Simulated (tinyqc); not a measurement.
Read current of a NAND string, cells in series solved by shooting: one step of the calculation.

Cells in series, numbered from 0 at the source line (0 V) to the bit line, each followed by a gap resistance Rg. A cell with gate Vg, threshold VT, source Vs and drain Vd passes I = 2 nf K Vt^2 [F(Vs) - F(Vd)]/(1 + th max(Vg - VT, 0)), F(V) = ln^2(1 + exp((Vg - VT - nf V)/(2 nf Vt))). The selected cell has Vg = Vr, the others Vg = Vp.

Task. Node voltages for a trial current. For a trial current I start at 0 V and, cell by cell (the selected one is cell 0), solve for the drain: sqrt(F(Vd)) = sqrt(F(Vs) - I/k), k = 2 nf K Vt^2/(1 + th max(Vg - VT, 0)), Vd = [Vg - VT - 2 nf Vt ln(exp(sqrt F) - 1)]/nf, then add I Rg.

Parameters, values chosen for the exercise; values of the order met in vertical NAND strings:
- T = 358 K (temperature)
- K = 14 uA/V^2 (gain factor of a cell)
- nf = 1.3 (slope factor)
- th = 0.08 1/V (mobility reduction factor)
- Rg = 1 kohm (resistance of the gap between cells)
- Vbl = 0.7 V (bit-line voltage)
- Vp = 7.7 V (pass voltage)
- Vr = 3.74 V (read voltage on the selected word line)

Constants: q = 1.602176634e-19 C, kB = 1.380649e-23 J/K, Vt = kB T/q. Results are converted to the units shown.

second trial current = 5.7 uA
thresholds from the source end, cell 0 to 3 (V): [2, 4.3, -2, -2]

Find: node voltage after each cell and gap, trial 2.

Result.

node voltage after each cell and gap, trial 2, cell 0 to 3 (V): [0.30593, 0.49111, 0.57706, 0.66404]

Program tinyqc, `OMP_NUM_THREADS=1 python tinyqc.py 2142201 2142202 out.jsonl`; Intel Xeon 2.30GHz, shared host, one thread, about 0.7 s.
